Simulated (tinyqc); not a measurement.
Inside a calculation. Method: coupled-perturbed Hartree-Fock on RHF in the sto-3g basis, for H4, spin multiplicity 1. One step of it, computed by the program tinyqc.

Task: Iteration 7 (converged): orbitals. Diagonalise F' = X^T F X, C = X C', fill 2 alpha and 2 beta electrons from the bottom; D = 2 C_occ C_occ^T. Each column has its largest component positive (the first on a tie).

converged F (hartree), order 1H 1s, 2H 1s, 3H 1s, 4H 1s:
$$\begin{pmatrix}
-0.279867 & -0.513525 & -0.059890 & -0.002362 \\
-0.513525 & -0.295921 & -0.159572 & -0.059976 \\
-0.059890 & -0.159572 & -0.296334 & -0.513967 \\
-0.002362 & -0.059976 & -0.513967 & -0.280284
\end{pmatrix}$$

X, order 1H 1s, 2H 1s, 3H 1s, 4H 1s:
$$\begin{pmatrix}
0.723597 & 0.759214 & 0.462319 & 0.348427 \\
-0.885187 & -0.640544 & 0.378344 & 0.413566 \\
0.888702 & -0.636880 & -0.377428 & 0.414260 \\
-0.727668 & 0.756348 & -0.461466 & 0.349324
\end{pmatrix}$$

Give: F' = X^T F X; orbital energies; coefficients C; D after iteration 7.

Result:

F' = X^T F X (hartree):
$$\begin{pmatrix}
0.6610 & 0.0002 & 0.0283 & 0.0000 \\
0.0002 & 0.4145 & 0.0001 & -0.0126 \\
0.0283 & 0.0001 & -0.4743 & 0.0001 \\
0.0000 & -0.0126 & 0.0001 & -0.5563
\end{pmatrix}$$

orbital energies (hartree): MO1 -0.5564, MO2 -0.4750, MO3 0.4146, MO4 0.6617

coefficients C, order 1H 1s, 2H 1s, 3H 1s, 4H 1s:
$$\begin{pmatrix}
0.3578 & 0.4445 & 0.7541 & 0.7355 \\
0.4048 & 0.4008 & -0.6451 & -0.8760 \\
0.4064 & -0.3990 & -0.6429 & 0.8785 \\
0.3596 & -0.4429 & 0.7523 & -0.7384
\end{pmatrix}$$

D after iteration 7, order 1H 1s, 2H 1s, 3H 1s, 4H 1s:
$$\begin{pmatrix}
0.6511 & 0.6459 & -0.0638 & -0.1364 \\
0.6459 & 0.6489 & 0.0092 & -0.0639 \\
-0.0638 & 0.0092 & 0.6487 & 0.6456 \\
-0.1364 & -0.0639 & 0.6456 & 0.6508
\end{pmatrix}$$
